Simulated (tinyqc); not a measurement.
# Read current of a NAND string, cells in series solved by shooting: effects of single changes

Cells in series, numbered from 0 at the source line (0 V) to the bit line, each followed by a gap resistance Rg. A cell with gate Vg, threshold VT, source Vs and drain Vd passes I = 2 nf K Vt^2 [F(Vs) - F(Vd)]/(1 + th max(Vg - VT, 0)), F(V) = ln^2(1 + exp((Vg - VT - nf V)/(2 nf Vt))). The selected cell has Vg = Vr, the others Vg = Vp.

Values chosen for this exercise; values of the order met in vertical NAND strings:

| symbol | value | unit | meaning |
|---|---|---|---|
| T | 358 | K | temperature |
| K | 4.3 | uA/V^2 | gain factor of a cell |
| nf | 1.9 |  | slope factor |
| th | 0.04 | 1/V | mobility reduction factor |
| Rg | 12 | kohm | resistance of the gap between cells |
| Vbl | 0.7 | V | bit-line voltage |
| Vp | 7.1 | V | pass voltage |
| Ve | -1.9 | V | threshold of an erased cell |
| Vh | 3.4 | V | threshold of the highest state |
| Vx | 1.1 | V | threshold of the selected cell |
| Is | 20 | nA | sensing current |
| Vr | 2.85 | V | read voltage on the selected word line |

Constants: q = 1.602176634e-19 C, kB = 1.380649e-23 J/K, Vt = kB T/q. Results are converted to the units shown.

Each table varies one quantity; the others keep the values above.

## Read current against the number of cells

For a trial current I start at 0 V and, cell by cell, solve for the drain: sqrt(F(Vd)) = sqrt(F(Vs) - I/k), k = 2 nf K Vt^2/(1 + th max(Vg - VT, 0)), Vd = [Vg - VT - 2 nf Vt ln(exp(sqrt F) - 1)]/nf, then add I Rg. The string current is the I for which the last node reaches Vbl. The apparent threshold is the Vr at which I = Is. Background: all other cells erased (VT = Ve) or all in the highest state (VT = Vh); ratio and shift are high over erased and high minus erased. The selected cell is in the middle, cell n/2.

Read current against the number of cells:
columns A: n; B: I, others erased (uA); C: I, others high (uA); D: ratio; E: apparent VT, erased (V); F: apparent VT, high (V); G: background shift (mV)
```
A          B        C       D      E      F      G
8      1.176   0.7441  0.6330  1.195  1.201  5.665
16    0.7060   0.4029  0.5706  1.202  1.214  11.36
32    0.3914   0.2097  0.5359  1.217  1.239  22.86
64    0.2067   0.1070  0.5177  1.245  1.292  46.29
96    0.1404  0.07184  0.5115  1.274  1.345  70.31
128   0.1063  0.05406  0.5084  1.303  1.398  94.95
192  0.07157  0.03616  0.5053  1.362  1.508  146.2
```

With erased neighbours the current falls from 1.18 to 0.0716 uA, as n^(-0.74) between the first two rows and n^(-0.98) between the last two (-1 once the series resistance rules). The ratio falls from 0.633 to 0.505 and the background shift rises from 5.66 to 146 mV.

## Effect of the pass voltage

Same model as above.

The string has 32 cells and the selected one is cell 16.

Effect of the pass voltage:
columns A: Vp (V); B: I, others erased (uA); C: I, others high (uA); D: ratio; E: apparent VT, erased (V); F: apparent VT, high (V); G: background shift (mV)
```
A         B        C       D      E      F      G
4.5  0.3196  0.04013  0.1256  1.223  1.340  117.0
5    0.3355  0.07866  0.2345  1.221  1.293  71.26
5.5  0.3502   0.1152  0.3290  1.220  1.270  49.81
6    0.3640   0.1480  0.4066  1.219  1.256  37.38
6.5  0.3769   0.1777  0.4714  1.218  1.247  29.34
7    0.3890   0.2046  0.5260  1.217  1.241  23.78
7.5  0.4004   0.2293  0.5725  1.216  1.236  19.72
```

As Vp goes from 4.5 to 7.5 V, the current with erased neighbours rises from 0.320 to 0.400 uA, that with high neighbours rises from 0.0401 to 0.229 uA and the ratio rises from 0.126 to 0.573. The background shift falls from 117 to 19.7 mV. A higher pass voltage also disturbs erased cells more, which this model leaves out.

Numbers from tinyqc (`OMP_NUM_THREADS=1 python tinyqc.py 2142056 2142057 out.jsonl`; about 0.5 s on one thread of a shared Intel Xeon 2.30GHz).
